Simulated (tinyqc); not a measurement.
Time-domain thermoreflectance: layered heat flow under a modulated pulse train, and what the signal ratio measures: one step, computed by the program tinyqc.

Pulses repeat at 80 MHz; heat is laid down at the surface, all layers are isotropic, and the film is in perfect contact with the substrate.

Question. Length and time scales. Penetration depth sqrt(kappa/(pi f C)); effusivity sqrt(kappa C); cooling time of the metal d C_m/G; Kapitza length kappa/G.

Inputs (values chosen for the exercise, modelled on aluminium on beta-Ga2O3):

| quantity | value | unit |
|---|---|---|
| metal thickness d | 80 | nm |
| metal heat capacity | 2.42 | MJ/(m^3 K) |
| boundary conductance G under the metal | 35 | MW/(m^2 K) |
| substrate conductivity kappa | 15.4 | W/(m K) |
| substrate heat capacity C | 3.3 | MJ/(m^3 K) |
| modulation frequency f | 12 | MHz |
| spot radius w (1/e^2, pump and probe) | 7.3 | micrometre |

Stack: metal, film, substrate.

Give: penetration depth; effusivity; cooling time of the metal; Kapitza length; depth over spot radius.

Answer.

penetration depth = 0.3518 micrometre

effusivity = 7129 W s^(1/2)/(m^2 K)

cooling time of the metal = 5531 ps

Kapitza length = 440 nm

depth over spot radius = 0.04820
